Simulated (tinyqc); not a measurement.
From results back to parameters: smearing for a one-band metal on the simple cubic lattice. Three cases, with inputs chosen for the exercise.

Problem. With Gaussian smearing, f = erfc(x)/2, s = exp(-x^2)/(2 sqrt(pi)), x = (E_k - mu)/sigma and free energy F = E - sigma S, small widths give F(sigma) = E0 - D sigma^2/4, where D is the density of states at the Fermi level (both spins, per cell). F at two widths was computed from hidden E0 and D.

Case 1.

Values chosen: s1 = 0.098 eV; s2 = 0.196 eV.
F(s1) = -1.4126531 eV
F(s2) = -1.4266126 eV

Case 2.

Values chosen: s1 = 0.137 eV; s2 = 0.274 eV.
F(s1) = -2.3692401 eV
F(s2) = -2.3861603 eV

Case 3.

Values chosen: s1 = 0.049 eV; s2 = 0.098 eV.
F(s1) = -0.7505806 eV
F(s2) = -0.7517222 eV

Find: D; E0.

Solution. D = 4 (F(s1) - F(s2))/(s2^2 - s1^2); E0 = F(s1) + D s1^2/4.

Case 1.

D = 1.938 1/eV
E0 = -1.4080 eV

Case 2.

D = 1.202 1/eV
E0 = -2.3636 eV

Case 3.

D = 0.634 1/eV
E0 = -0.7502 eV

Computed by tinyqc, one run a case: `OMP_NUM_THREADS=1 python tinyqc.py N N+1 out.jsonl` with N = 1682256, 1682331, 1682403; one thread of a shared Intel(R) Xeon(R) Processor @ 2.30GHz, about 0.3 s a run at most.
